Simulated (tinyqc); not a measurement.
# CMOS inverter, nodal equation and switching: effect of the temperature

An n-channel pull-down (bn, VTn) and a p-channel pull-up (bp, VTp) share the input Vin and the output node Vout, which carries the load C. Transistor (EKV form, voltages against the body): I = 2 n b Vt^2 [F(vp - Vs) - F(vp - Vd)] from drain to source, F(v) = ln^2(1 + exp(v/(2 Vt))), vp = (Vg - VT + sg |Vd - Vs|)/n. n-channel bodies are at 0; for the p-channel device all voltages are counted down from Vdd. b in uA/V^2 gives I in uA. Static: In = Ip. Transient: C dVout/dt = Ip - In. No velocity saturation, no gate capacitance beyond C.

VM solves In = Ip with Vin = Vout; VIL and VIH are the inputs of gain -1, NML = VIL - Vout(VIH), NMH = Vout(VIL) - VIH. For a step input the delay to Vdd/2 is tHL = C times the integral of dV/(In - Ip) from Vdd/2 to Vdd at Vin = Vdd, and tLH likewise with Ip - In from 0 to Vdd/2 at Vin = 0. Thresholds, gain factors and n are held fixed.

Inputs (values chosen for the exercise): supply voltage Vdd = 1 V; slope factor n = 1.41; drain-induced barrier lowering sg = 0.03; n-channel threshold VTn = 0.39 V; p-channel threshold (magnitude) VTp = 0.43 V; gain factor of the pull-down transistor bn = 170 uA/V^2; gain factor of the pull-up transistor bp = 140 uA/V^2; load capacitance C = 3 fF.

Constants: q = 1.602176634e-19 C, kB = 1.380649e-23 J/K, Vt = kB T/q. Results are converted to the units shown.

Effect of the temperature:

| T (K) | VM (V) | gain at VM | NML (V) | NMH (V) | tHL (ps) | tLH (ps) |
|---|---|---|---|---|---|---|
| 220 | 0.4746 | -33.33 | 0.4060 | 0.4593 | 62.21 | 86.08 |
| 250 | 0.4742 | -33.33 | 0.4025 | 0.4565 | 62.21 | 86.08 |
| 280 | 0.4738 | -33.33 | 0.3989 | 0.4535 | 62.21 | 86.08 |
| 310 | 0.4734 | -33.33 | 0.3950 | 0.4504 | 62.21 | 86.08 |
| 340 | 0.4730 | -33.33 | 0.3910 | 0.4472 | 62.21 | 86.07 |
| 370 | 0.4726 | -33.33 | 0.3870 | 0.4440 | 62.20 | 86.05 |
| 400 | 0.4722 | -33.32 | 0.3828 | 0.4407 | 62.19 | 86.03 |
| 430 | 0.4717 | -33.31 | 0.3786 | 0.4373 | 62.18 | 86.00 |

As T goes from 220 to 430 K, VM falls from 0.475 to 0.472 V, the size of the gain stays near 33.3, tHL stays near 62.2 ps and tLH stays near 86.1 ps. The smaller margin is largest, 0.406 V, at T = 220 K among the rows. In every row the overdrive passes 0.5 V, where velocity saturation, left out here, would lengthen the delays of short devices.

tinyqc, about 0.05 s, one thread, Intel Xeon 2.30GHz (shared host): `OMP_NUM_THREADS=1 python tinyqc.py 2340165 2340166 out.jsonl`
